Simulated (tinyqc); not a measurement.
# Inversion-layer mobility, back-scattering and ballistic limit of a field-effect transistor, step by step

A worked calculation. Computed by tinyqc, a small Python program that keeps every step. Command: `OMP_NUM_THREADS=1 python tinyqc.py 3022018 3022019 out.jsonl mos walk`. One thread of a shared host (Intel(R) Xeon(R) Processor @ 2.30GHz), about 0.01 s of CPU time with the checks. Intermediate numbers are printed to about 6 digits and carried at full precision; extremes and crossings named in words are read from the listed rows.

The charge at the top of the source barrier is fixed by the gate; series resistance and short-channel effects are left out. F_j are Fermi integrals normalised to exp(eta) in the classical limit.

Inputs (values chosen for the exercise, modelled on an InGaAs n-channel):
```
quantity,value,unit
transport mass m,0.046,m_0
valley degeneracy g_v,1,-
weight w of the inversion charge,0.5,-
permittivity eps,13.9,-
"phonon mobility at 1 MV/cm and 300 K, mu_ph",3000,cm^2/(V s)
"roughness mobility at 1 MV/cm, mu_sr",2400,cm^2/(V s)
"Coulomb mobility at N_inv = 1e12/cm^2, mu_C",3400,cm^2/(V s)
electrical oxide thickness t_inv,2.9,nm
depletion charge N_dep,4.1e+12,1/cm^2
gate overdrive V_G - V_T,0.37,V
drain voltage V_D,0.69,V
channel length L,59,nm
exponent a of the critical length,0.78,-
temperature T,400,K
```

Statistics at the top of the barrier: Fermi-Dirac.

Constants: eps_0 = 8.8541878128e-12 F/m; e = 1.602176634e-19 C; m_0 = 9.1093837015e-31 kg; k_B = 1.380649e-23 J/K; hbar = 1.054571817e-34 J s; k_B = 8.617333262e-05 eV/K.

## Charge and field

N_inv = 3.9 eps_0 (V_G - V_T)/(e t_inv); effective field E_eff = e (N_dep + w N_inv)/(eps eps_0).

inversion density N_inv = 2.74984e+12 1/cm^2

effective field E_eff = 0.712729 MV/cm

## Effective mobility

mu_phonon = mu_ph (E_eff/1 MV/cm)^(-0.3) (T/300 K)^(-1.75); mu_rough = mu_sr (E_eff/1 MV/cm)^(-2); mu_Coulomb = mu_C (N_inv/1e12 cm^-2) (T/300 K); Matthiessen's rule adds 1/mu.

phonon part = 2007.25 cm^2/(V s)

roughness part = 4724.57 cm^2/(V s)

Coulomb part = 12465.9 cm^2/(V s)

effective mobility mu = 1265.71 cm^2/(V s)

The phonon part is the lowest and holds 63 % of 1/mu.

## Ballistic limit

F_j(eta) = (1/Gamma(j + 1)) int_0^infinity x^j/(1 + exp(x - eta)) dx, F_0 = ln(1 + exp(eta)). Integrals over x = E/(k_B T) use 160 Gauss-Legendre points in u = sqrt(x) from 0 to sqrt(max(eta, 0) + 32). Ballistic channel: N_2D = g_v m k_B T/(pi hbar^2), U = e V_D/(k_B T); eta_F solves N_inv = (N_2D/2)[F_0(eta_F) + F_0(eta_F - U)]; v_T = sqrt(2 k_B T/(pi m)); I/W = e (N_2D/2) v_T [F_1/2(eta_F) - F_1/2(eta_F - U)]; injection velocity v_T F_1/2(eta_F)/F_0(eta_F).

N_2D = 6.62351e+11 1/cm^2

eta_F = 8.30301

thermal velocity v_T = 2.89660 1e7 cm/s

injection velocity = 6.39255 1e7 cm/s

ballistic current I/W = 2816.38 microampere/micrometre

Degeneracy raises the injection velocity by a factor 2.21. Caution: the Fermi level lies so high that further subbands and non-parabolicity matter.

## Back-scattering

Mean free path lambda = (2 k_B T/e)(mu/v_T) F_0(eta_0)/F_-1/2(eta_0), with eta_0 from N_inv = N_2D F_0(eta_0); critical length l = L (1 + U)^(-a), an empirical rule; back-scattering r = l/(l + lambda). Then eta solves N_inv = (N_2D/2)[(1 + r) F_0(eta) + (1 - r) F_0(eta - U)] and I/W = e (N_2D/2) v_T (1 - r)[F_1/2(eta) - F_1/2(eta - U)]. Ballistic ratio: I over the ballistic current. Apparent mobility 1/(1/mu + 1/mu_B), mu_B = mu L/lambda.

eta_0 = 4.13577

mean free path lambda = 56.1522 nm

critical length l = 5.48573 nm

back-scattering coefficient r = 0.0889993

current I/W = 2265.24 microampere/micrometre

ballistic ratio = 0.804311

apparent low-field mobility = 648.504 cm^2/(V s)

L/lambda = 1.05, but at this drain voltage only the first 5.49 nm can return a carrier to the source, so the device works at 80 % of its ballistic limit. Caution: the current exceeds the long-channel drift law, so the empirical rule for l, meant for short channels, is too generous here. Caution: in a degenerate gas the layer that can return carriers is set by E_F rather than k_B T, so l is underestimated.

## Channel length

The last column is the long-channel law e N_inv mu V/L with V = V_D - V_D^2/(2 V_ov) below pinch-off and V_ov/2 above, V_ov = V_G - V_T.

Currents (microampere/micrometre):
```
L (nm),r,I/W,ballistic ratio,long-channel law
5,0.008211,2760.01,0.979987,20632.5
10,0.016289,2705.76,0.960723,10316.2
20,0.032055,2603.12,0.924281,5158.1
40,0.062119,2418.67,0.858787,2579.1
80,0.116972,2116.06,0.751341,1289.5
160,0.209444,1687.84,0.599295,644.8
400,0.398435,1041.95,0.369960,257.9
1000,0.623470,527.44,0.187274,103.2
```

The current scales as L^-0.74 at the long end and as L^-0.03 at the short end, where it reaches 98 % of the ballistic 2820. The long-channel law passes the ballistic limit between 20.0 and 40.0 nm and has no meaning below. At 1000 nm the model gives 5.11 times the long-channel law; the rule for l is a fit for short devices and fails wherever the model exceeds that law. Raising mu by 10 % at 20 nm raises I by 0.7 %.

## The mobility curve

The formulas are those given above.

Mobilities (cm^2/(V s)):
```
V_G - V_T (V),N_inv (1/cm^2),E_eff (MV/cm),phonon,roughness,Coulomb,total
0.03,2.22960e+11,0.54825,2171.62,7984.51,1010.8,634.88
0.06,4.45919e+11,0.56277,2154.67,7578.01,2021.5,916.80
0.12,8.91838e+11,0.59179,2122.40,6852.90,4043.0,1156.83
0.20,1.48640e+12,0.63049,2082.45,6037.44,6738.3,1259.06
0.35,2.60120e+12,0.70305,2015.50,4855.50,11792.1,1270.79
0.50,3.71599e+12,0.77562,1956.97,3989.49,16845.8,1218.01
0.75,5.57399e+12,0.89655,1873.72,2985.78,25268.8,1101.09
1.00,7.43199e+12,1.01749,1803.93,2318.19,33691.7,984.84
1.50,1.11480e+13,1.25937,1692.13,1513.23,50537.5,786.41
```

The lowest part is Coulomb from 0.0300 to 0.0600, phonon from 0.120 to 1.00, roughness at 1.50 V. The total peaks at 1271 near E_eff = 0.70 MV/cm: screening lifts it at low density and the field presses it down at high density.

Checks made by the program: long channel and small V_D against the drift formula e N mu V_D/L (relative difference 2e-04).
